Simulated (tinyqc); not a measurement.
Worked calculation (part 2 of 2): G0W0 on RHF in the sto-3g basis, for BeH2, spin multiplicity 1. Computed by tinyqc, a small Python program that keeps every step (integrals from PySCF). Command: `OMP_NUM_THREADS=1 python tinyqc.py 24468 24469 out.jsonl` (the two numbers bound the seeds that draw the settings). One thread of a shared host (Intel(R) Xeon(R) Processor @ 2.60GHz), about 0.06 s of CPU time with the checks.

Geometry (angstrom):
```
atom       x        y       z
Be    0.0000   0.0000  0.0000
H     0.0000   1.5630  0.0070
H     0.0000  -1.5630  0.0070
```

## Screening: direct RPA

orbital energies (hartree): [-4.5332, -0.4183, -0.3758, 0.2138, 0.2138, 0.3576, 0.7055]

Two-electron integrals over orbitals (pq|rs), unique and non-zero (hartree):
```
(11|11) 2.2719      (21|11) -0.1872     (21|21) 0.0238      (22|11) 0.4582
(22|21) -0.0058     (22|22) 0.3744      (31|31) 0.0051      (32|31) 0.0110
(32|32) 0.1587      (33|11) 0.4202      (33|21) -0.0024     (33|22) 0.3861
(33|33) 0.4095      (41|11) 0.0023      (41|21) -2.79e-04   (41|22) 1.52e-04
(41|33) 8.44e-05    (41|41) 0.0157      (42|11) -0.0012     (42|21) 8.27e-05
(42|22) 4.24e-04    (42|33) 0.0006      (42|41) 0.0149      (42|42) 0.0474
(43|31) -7.98e-06   (43|32) 0.0008      (43|43) 0.0125      (44|11) 0.5692
(44|21) -0.0073     (44|22) 0.3537      (44|33) 0.3352      (44|41) -3.05e-04
(44|42) -0.0016     (44|44) 0.4499      (51|51) 0.0157      (52|51) 0.0149
(52|52) 0.0474      (53|53) 0.0125      (54|51) -1.91e-04   (54|52) -0.0005
(54|54) 0.0243      (55|11) 0.5692      (55|21) -0.0073     (55|22) 0.3537
(55|33) 0.3352      (55|41) 7.64e-05    (55|42) -0.0006     (55|44) 0.4014
(55|55) 0.4499      (61|11) -0.1924     (61|21) 0.0250      (61|22) -0.0060
(61|33) -0.0030     (61|41) -1.30e-04   (61|42) 2.27e-04    (61|44) -0.0057
(61|55) -0.0057     (61|61) 0.0263      (62|11) 0.1361      (62|21) -0.0060
(62|22) -0.0148     (62|33) -0.0412     (62|41) 2.25e-04    (62|42) -2.87e-04
(62|44) 0.0673      (62|55) 0.0673      (62|61) -0.0052     (62|62) 0.0831
(63|31) -4.91e-04   (63|32) -0.0922     (63|43) -0.0007     (63|63) 0.0872
(64|11) 0.0011      (64|21) 1.67e-05    (64|22) 9.82e-05    (64|33) -2.78e-04
(64|41) 0.0162      (64|42) 0.0466      (64|44) -1.62e-04   (64|55) 4.83e-04
(64|61) 1.97e-04    (64|62) 0.0014      (64|64) 0.0493      (65|51) 0.0162
(65|52) 0.0466      (65|54) -3.23e-04   (65|65) 0.0493      (66|11) 0.4599
(66|21) -0.0067     (66|22) 0.3762      (66|33) 0.3873      (66|41) 4.71e-04
(66|42) 0.0014      (66|44) 0.3525      (66|55) 0.3525      (66|61) -0.0065
(66|62) -0.0278     (66|64) 0.0009      (66|66) 0.3930      (71|31) 0.0096
(71|32) 0.0177      (71|43) -2.87e-05   (71|63) 1.56e-04    (71|71) 0.0182
(72|31) 0.0045      (72|32) -0.0392     (72|43) -0.0007     (72|63) 0.0627
(72|71) 0.0084      (72|72) 0.0573      (73|11) 0.1501      (73|21) -0.0040
(73|22) 0.0007      (73|33) -0.0180     (73|41) 4.64e-06    (73|42) -0.0009
(73|44) 0.0701      (73|55) 0.0701      (73|61) -0.0036     (73|62) 0.0788
(73|64) 0.0007      (73|66) -0.0207     (73|73) 0.0872      (74|31) -1.29e-04
(74|32) -0.0015     (74|43) 0.0133      (74|63) 0.0010      (74|71) -2.23e-04
(74|72) 2.95e-04    (74|74) 0.0170      (75|53) 0.0133      (75|75) 0.0169
(76|31) 0.0098      (76|32) 0.1397      (76|43) 0.0009      (76|63) -0.0916
(76|71) 0.0161      (76|72) -0.0475     (76|74) -0.0013     (76|76) 0.1366
(77|11) 0.5463      (77|21) -0.0075     (77|22) 0.4006      (77|33) 0.4167
(77|41) 7.30e-05    (77|42) 1.15e-04    (77|44) 0.3776      (77|55) 0.3776
(77|61) -0.0076     (77|62) -0.0193     (77|64) -3.00e-04   (77|66) 0.4104
(77|73) 0.0031      (77|77) 0.4545
```

With D = e_a - e_i and K = (ia|jb): diagonalise D^(1/2) (D + 4K) D^(1/2) = Z w^2 Z^T; X + Y = D^(1/2) Z w^(-1/2), each column of Z with its largest component positive (the first on a tie); E_c = (sum w - tr (D + 2K)) / 2.

D^(1/2) (D + 4K) D^(1/2) (hartree^2), order 1>4, 1>5, 1>6, 1>7, 2>4, 2>5, 2>6, 2>7, 3>4, 3>5, 3>6, 3>7:
```
[[22.8328, 0.0000, -0.0025, 0.0000, 0.1035, 0.0000, 0.0017, 0.0000, 0.0000, 0.0000, 0.0000, 0.0000],
 [0.0000, 22.8329, 0.0000, 0.0000, 0.0000, 0.1035, 0.0000, 0.0000, 0.0000, 0.0000, 0.0000, 0.0000],
 [-0.0025, 0.0000, 24.4336, 0.0000, 0.0016, 0.0000, -0.0404, 0.0000, 0.0000, 0.0000, 0.0000, -0.0328],
 [0.0000, 0.0000, 0.0000, 27.8257, 0.0000, 0.0000, 0.0000, 0.0811, -0.0002, 0.0000, 0.0012, 0.0000],
 [0.1035, 0.0000, 0.0016, 0.0000, 0.5195, 0.0000, -0.0008, 0.0000, 0.0000, 0.0000, 0.0000, -0.0030],
 [0.0000, 0.1035, 0.0000, 0.0000, 0.0000, 0.5195, 0.0000, 0.0000, 0.0000, 0.0000, 0.0000, 0.0000],
 [0.0017, 0.0000, -0.0404, 0.0000, -0.0008, 0.0000, 0.8600, 0.0000, 0.0000, 0.0000, 0.0000, 0.2886],
 [0.0000, 0.0000, 0.0000, 0.0811, 0.0000, 0.0000, 0.0000, 1.5204, -0.0021, 0.0000, 0.2277, 0.0000],
 [0.0000, 0.0000, 0.0000, -0.0002, 0.0000, 0.0000, 0.0000, -0.0021, 0.3772, 0.0000, -0.0018, 0.0000],
 [0.0000, 0.0000, 0.0000, 0.0000, 0.0000, 0.0000, 0.0000, 0.0000, 0.0000, 0.3772, 0.0000, 0.0000],
 [0.0000, 0.0000, 0.0000, 0.0012, 0.0000, 0.0000, 0.0000, 0.2277, -0.0018, 0.0000, 0.7937, 0.0000],
 [0.0000, 0.0000, -0.0328, 0.0000, -0.0030, 0.0000, 0.2886, 0.0000, 0.0000, 0.0000, 0.0000, 1.5463]]
```

excitation energies w (hartree): [0.6141, 0.6141, 0.7204, 0.7204, 0.8534, 0.8687, 1.2592, 1.2851, 4.7784, 4.7784, 4.9430, 5.2750]

X + Y, order 1>4, 1>5, 1>6, 1>7, 2>4, 2>5, 2>6, 2>7, 3>4, 3>5, 3>6, 3>7:
```
[[0.0000, 0.0000, -0.0119, 0.0000, 0.0000, -0.0002, 0.0000, 0.0000, 0.9967, 0.0000, -0.0015, 0.0000],
 [0.0000, 0.0000, 0.0000, -0.0119, 0.0000, 0.0000, 0.0000, 0.0000, 0.0000, 0.9967, 0.0000, 0.0000],
 [0.0000, 0.0000, -0.0002, 0.0000, 0.0000, 0.0027, 0.0000, 0.0038, 0.0016, 0.0000, 0.9947, 0.0000],
 [0.0000, 0.0000, 0.0000, 0.0000, 0.0019, 0.0000, -0.0061, 0.0000, 0.0000, 0.0000, 0.0000, 0.9965],
 [0.0000, 0.0000, 0.9367, 0.0000, 0.0000, 0.0010, 0.0000, -0.0019, 0.0017, 0.0000, 0.0000, 0.0000],
 [0.0000, 0.0000, 0.0000, 0.9367, 0.0000, 0.0000, 0.0000, 0.0000, 0.0000, 0.0017, 0.0000, 0.0000],
 [0.0000, 0.0000, -0.0001, 0.0000, 0.0000, 0.8879, 0.0000, 0.2661, 0.0000, 0.0000, -0.0007, 0.0000],
 [0.0015, 0.0000, 0.0000, 0.0000, -0.3171, 0.0000, 0.9079, 0.0000, 0.0000, 0.0000, 0.0000, 0.0014],
 [0.9799, 0.0000, 0.0000, 0.0000, -0.0028, 0.0000, -0.0015, 0.0000, 0.0000, 0.0000, 0.0000, 0.0000],
 [0.0000, 0.9799, 0.0000, 0.0000, 0.0000, 0.0000, 0.0000, 0.0000, 0.0000, 0.0000, 0.0000, 0.0000],
 [0.0042, 0.0000, 0.0000, 0.0000, 0.8910, 0.0000, 0.2109, 0.0000, 0.0000, 0.0000, 0.0000, 0.0000],
 [0.0000, 0.0000, 0.0036, 0.0000, 0.0000, -0.3821, 0.0000, 0.8618, 0.0000, 0.0000, -0.0007, 0.0000]]
```

RPA correlation energy = -0.046084 hartree

Within a degenerate level the vectors are fixed only up to a rotation; this is one choice.

## G0W0 on Hartree-Fock: HOMO

W(p,q,m) = sqrt2 sum_ia (pq|ia) (X+Y)_ia,m; Sigma_c(x) = sum_(i,m) W^2/(x - e_i + w_m) + sum_(a,m) W^2/(x - e_a - w_m); solve x = e_p + Sigma_c(x) by Newton steps; Z = 1/(1 - dSigma/dx); 1 hartree = 27.211386 eV.

The 12 largest terms at x = e_p (hartree; W for the signs of X + Y given):
```
q   m        W       term
2   5  -0.0985     0.0108
7   8   0.1359    -0.0078
6   7   0.1065    -0.0057
2   7  -0.0780     0.0047
6   5   0.0818    -0.0042
3   6  -0.0420     0.0020
7   6   0.0518    -0.0014
3   8  -0.0374     0.0011
4   1   0.0173  -2.49e-04
5   2   0.0173  -2.49e-04
2  12   0.0248   1.16e-04
1  12   0.0135   1.93e-05
```

Newton steps (hartree):
```
step        x  Sigma_c(x)       Z
0     -0.3758     -0.0008  0.9720
1     -0.3766     -0.0008  0.9720
2     -0.3766     -0.0008  0.9720
```

quasiparticle energy of the HOMO = -10.2485 eV

Hartree-Fock value = -10.2271 eV

## G0W0 on Hartree-Fock: LUMO

As before.

The 12 largest terms at x = e_p (hartree; W for the signs of X + Y given):
```
q   m        W       term
4   8   0.1108    -0.0095
6   3   0.0614    -0.0044
2   3   0.0626     0.0029
4   6   0.0466    -0.0025
7   1   0.0184  -3.06e-04
3   1   0.0173   2.49e-04
6   9   0.0229  -1.07e-04
2   9   0.0212   8.28e-05
1   3   0.0195   6.97e-05
1   9   0.0222   5.19e-05
4  11  -0.0081  -1.34e-05
4   3  -0.0018  -4.62e-06
```

Newton steps (hartree):
```
step       x  Sigma_c(x)       Z
0     0.2138     -0.0135  0.9823
1     0.2006     -0.0133  0.9826
2     0.2006     -0.0133  0.9826
```

quasiparticle energy of the LUMO = 5.4576 eV

Hartree-Fock value = 5.8182 eV
